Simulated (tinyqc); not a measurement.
Inside a calculation. Method: Hueckel theory of the pi electrons with the omega technique, for the molecule O=c1cccccc1 (SMILES; centres numbered as the heavy atoms are written). One step of it, computed by the program tinyqc.

Problem. Energy, charges, bond orders. E = sum n x; q_r = z_r - P_rr; bond order p = P_rs; free valence = sqrt(3) - sum of p over the bonds of the atom.

final x values: 2.196423  1.573767  1.319614  0.491468  -0.375250  -0.614194  -1.728544  -1.863285

occupations: 2.000000  2.000000  2.000000  2.000000  0.000000  0.000000  0.000000  0.000000

final P:
```
           1O         2C         3C         4C         5C         6C         7C         8C
1O   1.530061   0.669272  -0.189915  -0.254183   0.186758   0.186758  -0.254183  -0.189915
2C   0.669272   0.901582   0.491695   0.096851  -0.141601  -0.141601   0.096851   0.491695
3C  -0.189915   0.491695   0.933430   0.735990   0.079628  -0.307503  -0.133837   0.239259
4C  -0.254183   0.096851   0.735990   0.923509   0.570581   0.085489  -0.166423  -0.133837
5C   0.186758  -0.141601   0.079628   0.570581   0.927240   0.711342   0.085489  -0.307503
6C   0.186758  -0.141601  -0.307503   0.085489   0.711342   0.927240   0.570581   0.079628
7C  -0.254183   0.096851  -0.133837  -0.166423   0.085489   0.570581   0.923509   0.735990
8C  -0.189915   0.491695   0.239259  -0.133837  -0.307503   0.079628   0.735990   0.933430
```

Centres:

| centre | z_r, pi electrons of the neutral centre | h |
|---|---|---|
| 1O | 1 | 1.000000 |
| 2C | 1 | 0.000000 |
| 3C | 1 | 0.000000 |
| 4C | 1 | 0.000000 |
| 5C | 1 | 0.000000 |
| 6C | 1 | 0.000000 |
| 7C | 1 | 0.000000 |
| 8C | 1 | 0.000000 |

Bonds:

| i | j | k |
|---|---|---|
| 1 | 2 | 1.000000 |
| 2 | 3 | 1 |
| 3 | 4 | 1 |
| 4 | 5 | 1 |
| 5 | 6 | 1 |
| 6 | 7 | 1 |
| 7 | 8 | 1 |
| 8 | 2 | 1 |

Give: pi energy = 8 alpha + this times beta; pi charges; Bond orders and lengths from R = 1.517 - 0.180 p; free valence of the carbons; gap between the highest filled and the next level.

Solution.

pi energy = 8 alpha + this times beta = 11.1625

pi charges: 1O -0.5301, 2C 0.0984, 3C 0.0666, 4C 0.0765, 5C 0.0728, 6C 0.0728, 7C 0.0765, 8C 0.0666

Bond orders and lengths from R = 1.517 - 0.180 p (angstrom, C-C alone):

| bond | p | R |
|---|---|---|
| 1-2 | 0.6693 | - |
| 2-3 | 0.4917 | 1.4285 |
| 3-4 | 0.7360 | 1.3845 |
| 4-5 | 0.5706 | 1.4143 |
| 5-6 | 0.7113 | 1.3890 |
| 6-7 | 0.5706 | 1.4143 |
| 7-8 | 0.7360 | 1.3845 |
| 8-2 | 0.4917 | 1.4285 |

free valence of the carbons: 2C 0.0794, 3C 0.5044, 4C 0.4255, 5C 0.4501, 6C 0.4501, 7C 0.4255, 8C 0.5044

gap between the highest filled and the next level = 0.8667 |beta|
